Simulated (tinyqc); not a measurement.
Worked calculation: chemical-mechanical planarisation: Preston law, pattern density and step-height reduction. Computed by tinyqc, a small Python program that keeps every step. Command: `OMP_NUM_THREADS=1 python tinyqc.py 3007921 3007922 out.jsonl cmp walk`. One thread of a shared host (Intel(R) Xeon(R) Processor @ 2.30GHz), about 0.01 s of CPU time with the checks. Intermediate numbers are printed to about 6 digits and carried at full precision; extremes and crossings named in words are read from the listed rows.

A row of 12 cells, repeated periodically, holds raised features that cover a share rho of each cell.

Inputs (values chosen for the exercise, close to those used for copper polishing):
```
quantity,value,unit
Preston coefficient K,2.9e-13,1/Pa
pressure P,36,kPa
platen and carrier speed,93,rpm
distance between the centres,15,cm
initial step height h0,670,nm
contact height h_c,160,nm
film above the raised areas z0,1400,nm
cell size,1.8,mm
planarisation length,1.9,mm
polish time t,38,s
```

local pattern densities, cell by cell: [0.3, 0.3, 0.6, 0.7, 0.9, 0.5, 0.1, 0.4, 0.3, 0.3, 0.25, 0.5]

## Blanket rate

With equal rotation speeds the relative speed is uniform, v = omega r_c; Preston rate R0 = K P v.

relative speed v = 1.46084 m/s

blanket rate R0 = 15.2512 nm/s

## Effective density

The stiff pad averages the density: rho_eff(i) = sum_j w_ij rho_j / sum_j w_ij, w = exp(-2 d^2/L^2), L the planarisation length and d the distance between cell centres, summed over all periodic images of cell j.

normalised weights (images included) for cells 0, 1, 2, ... apart: [0.749752, 0.124553, 0.000571, 0.000000, 0.000000, 0.000000, 0.000000]

effective densities: [0.325053, 0.337708, 0.575089, 0.712113, 0.824640, 0.500057, 0.187758, 0.350179, 0.312313, 0.293944, 0.287423, 0.443723]

Local densities span 0.1 to 0.9, effective ones 0.188 to 0.825.

## State at time t

While h > h_c only raised areas polish, at R0/rho_eff, until t_c = rho_eff (h0 - h_c)/R0. After that h = h_c exp(-(t - t_c)/tau), tau = rho_eff h_c/R0; low areas polish at R0 (1 - h/h_c) and raised areas at R0 [1 + (1 - rho_eff) h/(rho_eff h_c)]. Removed from raised areas after t_c: h0 - h_c + R0 (t - t_c) + (1 - rho_eff)(h_c - h); from low areas: R0 (t - t_c) - rho_eff (h_c - h). Film left = z0 less the removal from raised areas.

Cells:
```
cell,rho_eff,t_c (s),step h (nm),"removed, raised (nm)","removed, low (nm)",film left on raised areas (nm)
1,0.325053,10.8698,0.0561,1031.72,361.777,368.279
2,0.337708,11.2930,0.0852,1023.22,353.309,376.776
3,0.575089,19.2310,7.1296,861.21,198.335,538.795
4,0.712113,23.8131,23.9551,765.53,119.488,634.467
5,0.824640,27.5760,47.9552,688.63,66.582,711.374
6,0.500057,16.7219,2.7710,913.12,245.892,486.879
7,0.187758,6.2786,0.0000,1123.75,453.747,276.253
8,0.350179,11.7100,0.1248,1014.84,344.968,385.156
9,0.312313,10.4437,0.0356,1040.27,370.306,359.729
10,0.293944,9.8295,0.0173,1052.59,382.607,347.410
11,0.287423,9.6114,0.0130,1056.96,386.975,343.038
12,0.443723,14.8381,1.1047,951.64,282.741,448.364
```

range of film left across the row = 435.120 nm

largest remaining step = 47.9552 nm

thinnest film left = 276.253 nm

12 of 12 cells have reached contact. The cell with the lowest rho_eff has lost the most film from its raised areas.

## Local against global planarity over time

Times are multiples of h0/R0; the range is the largest minus the smallest removal from raised areas.

Steps and range (nm):
```
multiple,t (s),largest step,smallest step,range across the row,mean removal from raised areas
0.10,4.3931,588.752,313.158,275.595,183.76
0.20,8.7862,507.505,44.797,479.321,361.52
0.30,13.1793,426.257,4.816,497.548,509.39
0.45,19.7690,304.386,0.170,479.950,658.43
0.60,26.3586,182.515,0.006,458.712,775.10
0.80,35.1448,66.706,0.000,438.409,915.90
1.00,43.9310,24.160,0.000,430.948,1051.70
1.30,57.1104,5.266,0.000,427.635,1253.32
1.70,74.6828,0.691,0.000,426.832,1521.44
```

Local steps shrink to 0.69 nm or less, but the range across the row reaches up to 497.5 nm among these rows and ends at 426.8 nm, against the limit (largest - smallest rho_eff) h0 = 426.7 nm: once flat, all cells polish alike and the difference stays. Evener density (dummy fill), a longer planarisation length or a smaller initial step reduces it. Caution: in the last rows the removal passes z0 somewhere, so they describe a thicker film than the one given.

Checks made by the program: volume removed per cell equals R0 t (relative difference below 1e-10).
